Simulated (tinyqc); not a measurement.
Capillary instabilities by surface diffusion: grooving and agglomeration of films, edge retraction, wire break-up and smoothing of roughness: one step, computed by the program tinyqc.

Isotropic surface energy; shapes change by surface diffusion alone.

Problem. The Mullins constant. B = D_s nu gamma_s Omega^2/(k_B T), D_s = D0 exp(-Q/(k_B T)).

Inputs (values chosen for the exercise, of the order of those of a nickel silicide film):

| quantity | value | unit |
|---|---|---|
| surface energy gamma_s | 1.57 | J/m^2 |
| atomic volume Omega | 12.2 | angstrom^3 |
| surface sites nu | 15 | 1/nm^2 |
| prefactor D0 | 4.9e-05 | m^2/s |
| activation energy Q | 1.89 | eV |
| temperature T | 897 | K |
| time t | 2100 | s |

Constants: k_B = 8.617333262e-05 eV/K; k_B = 1.380649e-23 J/K.

Give: D_s; B; length (B t)^(1/4).

Solution.

D_s = 1.178e-15 m^2/s

B = 333.5 nm^4/s

length (B t)^(1/4) = 28.93 nm

Lengths grow as t^(1/4): doubling one takes 16 times as long, or roughly 120 K more.
